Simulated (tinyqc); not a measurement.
Monte Carlo simulation of one carrier in a uniform electric field: one step, computed by the program tinyqc. Command: `OMP_NUM_THREADS=1 python tinyqc.py 3012562 3012563 out.jsonl mcfl walk`. One thread of a shared host (Intel(R) Xeon(R) Processor @ 2.30GHz), about 2 s of CPU time with the checks.

The force e F acts along +z. Flights end at the constant total rate Gamma; the part of Gamma that the real rates do not fill is self-scattering, which leaves k unchanged. One valley, no impurities and no intervalley scattering.

Task: Flight 1. Kane band: hbar^2 k^2/(2 m) = E (1 + alpha E), speed v = hbar k/(m (1 + 2 alpha E)), states per spin, volume and energy g(E) = m k (1 + 2 alpha E)/(2 pi^2 hbar^2); overlap factors are set to 1. Masses are multiplied by m_0 and all formulas are in SI units. Flight: t = -ln(r1)/Gamma; k_z grows by e F t/hbar; E follows from the band; dz = (E_end - E_start)/(e F). Use row 1 of the random numbers.

Inputs (values chosen for the exercise, modelled on GaSb):
```
quantity                 value   unit
effective mass m        0.0396    m_0
non-parabolicity alpha     1.2   1/eV
lattice temperature T      300      K
electric field F         0.093  kV/cm
```

Crystal: polar. Band: Kane.

starting wave vector (1/nm): -0.26  -0.28  0.13

Random numbers (0.02 to 0.98, from up to 60 sets tried for early real events), one row a flight:
```
       r1      r2      r3      r4
1  0.6439  0.4851  0.2424  0.3538
2  0.3592  0.2973  0.4112  0.9612
3  0.6111  0.1329  0.7636  0.1433
4  0.3563  0.9743  0.6166  0.4302
5  0.9322  0.3685  0.4046  0.9735
6  0.8024  0.5799  0.4535  0.5798
7  0.0723  0.8943  0.2742  0.8001
```

Gamma = 5.212285 1e12/s

Constants: e = 1.602176634e-19 C; hbar = 1.054571817e-34 J s; m_0 = 9.1093837015e-31 kg.

Give: flight time t; k at the end of the flight; energy at the end; displacement dz.

Result:

flight time t = 84.46 fs

k at the end of the flight (1/nm): -0.2600  -0.2800  0.1312

energy at the end = 135.1 meV

displacement dz = 24.35 nm
